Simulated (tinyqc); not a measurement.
Dopant redistribution at a moving silicon-oxide interface during parabolic oxidation: one step, computed by the program tinyqc. Command: `OMP_NUM_THREADS=1 python tinyqc.py 3016105 3016106 out.jsonl segox walk`. One thread of a shared host (Intel(R) Xeon(R) Processor @ 2.30GHz), about 0.01 s of CPU time with the checks.

Uniformly doped silicon is oxidised with x_ox = sqrt(B t); the interface advances into the silicon by alpha x_ox, alpha = 0.44. The dopant does not move in the oxide, and at the interface C(silicon) = m C(oxide).

Problem. Rates. D = D0 exp(-E/(k_B T)), converted with 1 cm^2/s = 3.6e11 um^2/h; B = B0 exp(-E_B/(k_B T)); s = alpha sqrt(B/(4 D)), the interface advance over 2 sqrt(D t). Temperatures in kelvin are T(C) + 273.15.

Inputs (values chosen for the exercise, modelled on arsenic in silicon under dry oxygen):
```
quantity                         value    unit
dopant prefactor D0               8.47  cm^2/s
dopant activation energy E        4.03      eV
oxidation prefactor B0             834  um^2/h
oxidation activation energy E_B   1.21      eV
temperature T                      950       C
time t                             3.2       h
```

Constants: k_B = 8.617333262e-05 eV/K.

Give: D; B; s; oxide thickness; diffusion length 2 sqrt(D t).

Solution.

D = 7.573e-05 um^2/h

B = 0.008621 um^2/h

s = 2.347

oxide thickness = 0.1661 um

diffusion length 2 sqrt(D t) = 0.03113 um

The interface outruns diffusion. Caution: in this case the oxide is not much thicker than a typical Deal-Grove length A, so real growth is slower than parabolic. Caution: parabolic growth needs an oxide much thicker than the Deal-Grove length A, which fails for thin films and low temperatures; oxidation-enhanced or retarded diffusion is ignored.
